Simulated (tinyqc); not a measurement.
Grain growth, pinning, strength and diffusional creep of a polycrystal or thin film: one step, computed by the program tinyqc. Command: `OMP_NUM_THREADS=1 python tinyqc.py 3005269 3005270 out.jsonl grain walk`. One thread of a shared host (Intel(R) Xeon(R) Processor @ 2.30GHz), about 0.01 s of CPU time with the checks.

One mean grain size d describes the structure.

Task: Yield stress. Hall-Petch term k_y/sqrt(d). Orowan term 3.06 x 0.4 G b ln(2 rbar/b)/(pi lambda sqrt(1 - nu)) with nu = 1/3, rbar = sqrt(2/3) r, lambda = rbar (sqrt(pi/f) - 2). Film term (threading dislocation, matched substrate, the geometry of an fcc (111) film taken for all cases): 3.464 G b ln(2 h/b)/(4 pi (1 - nu) h). The terms are added to sigma_0.

Inputs (values chosen for the exercise, modelled on nickel):

| quantity | value | unit |
|---|---|---|
| shear modulus G | 82.4 | GPa |
| Burgers vector b | 2.492 | angstrom |
| anneal temperature T | 670 | K |
| particle volume fraction f | 0.0026 | - |
| particle radius r | 2.1 | nm |
| film thickness h | 58 | nm |
| friction stress sigma_0 | 32 | MPa |
| Hall-Petch slope k_y | 0.16 | MPa m^0.5 |

Sample: thin film on a substrate.

grain size d = 110.3494 nm

Give: Hall-Petch term; Orowan term; film term; yield stress.

Result:

Hall-Petch term = 481.65 MPa

Orowan term = 457.33 MPa

film term = 899.28 MPa

yield stress = 1870.3 MPa
